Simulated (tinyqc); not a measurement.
Worked calculation: tight binding, honeycomb lattice. Computed by tinyqc, a small Python program that keeps every step. Settings: t1 = 2.61, t2 = 0.38, phi = 1.77, delta = 0.46, points = 7. Command: `OMP_NUM_THREADS=1 python tinyqc.py 24583 24584 out.jsonl` (the two numbers bound the seeds that draw the settings). One thread of a shared host (Intel(R) Xeon(R) Processor @ 2.60GHz), about 0.01 s of CPU time with the checks.

## Bloch Hamiltonian at k

Parameters chosen for this model:
```
parameter     value                        unit
t1         2.610000                 eV, nearest
t2         0.380000       eV, second neighbours
phi        1.770000  rad, phase of t2 (Haldane)
delta      0.460000          eV, +/- on A and B
```

k point k (fractions of the reciprocal vectors): [-0.250000, 0.260000]

H_AB = -t1 (1 + exp(-i k.a1) + exp(-i k.a2)); H_AA = delta - 2 t2 sum cos(k.b + phi), H_BB = -delta - 2 t2 sum cos(k.b - phi), b = a1, a2 - a1, -a2.

H(k) at k (eV), order A, B:
```
[[-1.234790, -2.446117-0.005150i],
 [-2.446117+0.005150i, 0.915706]]
```

## Levels at k

Diagonalise the Hermitian matrix.

eigenvalues (eV): [-2.831559, 2.512474]

weights |c|^2 of the basis functions, order A, B:
```
[[0.701205, 0.298795],
 [0.298795, 0.701205]]
```

## Bloch Hamiltonian at K

k point K (fractions of the reciprocal vectors): [0.333333, 0.666667]

As before.

H(k) at K (eV), order A, B:
```
[[2.169897, 0.000000],
 [0.000000, -2.621084]]
```

## Levels at K

As before.

eigenvalues (eV): [-2.621084, 2.169897]

weights |c|^2 of the basis functions, order A, B:
```
[[0.000000, 1.000000],
 [1.000000, 0.000000]]
```

## Bands along a path

The same steps at evenly spaced points between the labelled ones.

Bands along the path (eV):
```
k             band 1    band 2
G          -7.392314  8.294687
G-K 0.33   -6.387526  6.900596
G-K 0.67   -3.983021  3.804833
K          -2.621084  2.169897
K-M 0.33   -2.764971  2.356364
K-M 0.67   -2.881465  2.546582
M          -2.800622  2.499831
M-K' 0.33  -2.522687  2.187804
M-K' 0.67  -2.060348  1.651741
K'         -1.701084  1.249897
```

With 1 band(s) filled, the highest filled level on these points lies at K' and the lowest empty one at K': a gap of 2.9510 eV, direct.

## Chern number of the lower band

On a 7 x 7 mesh, the phase of the product of overlaps around each plaquette (k1 then k2); the sum over 2 pi is an integer.

plaquette phases (rad):
```
[[0.000000, -0.005854, -0.039213, -0.185654, -0.006913, 0.036579, 0.013593],
 [0.001827, -0.025631, -0.068580, -0.225836, -0.164018, 0.055234, 0.036579],
 [-0.010559, -0.054129, -0.134776, -0.317350, -0.438907, -0.164018, -0.006913],
 [-0.179194, -0.248673, -0.384245, -0.452274, -0.317350, -0.225836, -0.185654],
 [-0.040436, -0.258585, -0.943516, -0.384245, -0.134776, -0.068580, -0.039213],
 [0.022793, 0.051567, -0.258585, -0.248673, -0.054129, -0.025631, -0.005854],
 [0.008011, 0.022793, -0.040436, -0.179194, -0.010559, 0.001827, 0.000000]]
```

Chern number = -1.000000
